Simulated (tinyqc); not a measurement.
Inside a calculation: exciton in a hard-walled quantum well (variational). Values are carried at full precision from step to step, so a last printed digit may differ when a step is redone from the rounded ones.

Constants: Ry = 13.60569312 eV; a0 (Bohr radius) = 0.5291772105 angstrom; hbar^2/2m0 = 3.80998211 eV angstrom^2; e^2/(4 pi eps0) = 14.39964547 eV angstrom.

Values chosen for the exercise (near those of ZnSe; the results hold for these values, not for the real material):
- me = 0.163 m0 (electron mass)
- mh = 0.434 m0 (hole mass)
- eps = 8.9 (dielectric constant)
- Eg = 2.826 eV (gap)
- L = 46 angstrom (well width)
- lams = (18, 25, 31, 36, 44, 55, 73) angstrom (trial lengths)

## Exciton units

1/mu = 1/me + 1/mh, Ry* = Ry mu/eps^2, a* = a0 eps/mu.

mu = 0.11850 m0
Ry* = 20.354 meV
a* = 39.746 angstrom

## Hydrogen-like series

Binding Ry*/n^2 in three dimensions and Ry*/(n - 1/2)^2 in two; strengths relative to n = 1 go as 1/n^3 and (1/2)^3/(n - 1/2)^3. Lines at Eg less the binding.

Series:
```
n  3D binding (meV)  3D line (eV)  3D strength  2D binding (meV)  2D line (eV)  2D strength
1             20.35        2.8056       1.0000             81.41        2.7446       1.0000
2              5.09        2.8209       0.1250              9.05        2.8170       0.0370
3              2.26        2.8237       0.0370              3.26        2.8227       0.0080
4              1.27        2.8247       0.0156              1.66        2.8243       0.0029
```

## The form factor

Electron and hole in the lowest states cos(pi z/L) of a hard-walled well; relative motion in the plane exp(-rho/lam). E(lam) = c/(mu lam^2) - (q/eps) <1/r>, <1/r> = integral over k from 0 to infinity of F(kL) (1 + (k lam/2)^2)^(-3/2), F(x) = [3x + 8 pi^2/x - 32 pi^4 (1 - exp(-x))/(x^2 (x^2 + 4 pi^2))]/(x^2 + 4 pi^2); c = hbar^2/2m0, q = e^2/(4 pi eps0). E is counted from the subband edge.

F at k = 0.5/a*, 1/a*, 2/a*, 4/a* and 8/a*.

Form factor:
```
k a*     k L       F
0.5   0.5787  0.8906
1.0   1.1574  0.7987
2.0   2.3147  0.6549
4.0   4.6295  0.4692
8.0   9.2589  0.2876
```

## Scan over the trial length

Evaluate the integral numerically for each lam.

Scan:
```
lam (angstrom)  <1/r> (1/angstrom)  kinetic (meV)  Coulomb (meV)  E (meV)
18                         0.06498         99.237       -105.130   -5.893
25                         0.05205         51.445        -84.221  -32.776
31                         0.04461         33.458        -72.174  -38.716
36                         0.03991         24.809        -64.567  -39.758
44                         0.03420         16.608        -55.326  -38.718
55                         0.02862         10.629        -46.301  -35.672
73                         0.02263          6.034        -36.617  -30.583
```

## The minimum

Minimise E over lam.

lam = 36.4 angstrom
binding energy = 39.76 meV
in Ry* = 1.954
lam/a* = 0.916

The strict two-dimensional limit is 4 Ry* with lam = a*/2; L/a* = 1.16 here.

## Checks

- Binding of a very thin well (L = a*/5000) against 4 Ry*, meV: both 81.4.
- F(3) from a double integral on a grid against the closed form: both 0.5885.

Program tinyqc; command `OMP_NUM_THREADS=1 python tinyqc.py 1281376 1281377 out.jsonl`; about 0.05 s on one thread of a shared Intel(R) Xeon(R) Processor @ 2.30GHz.
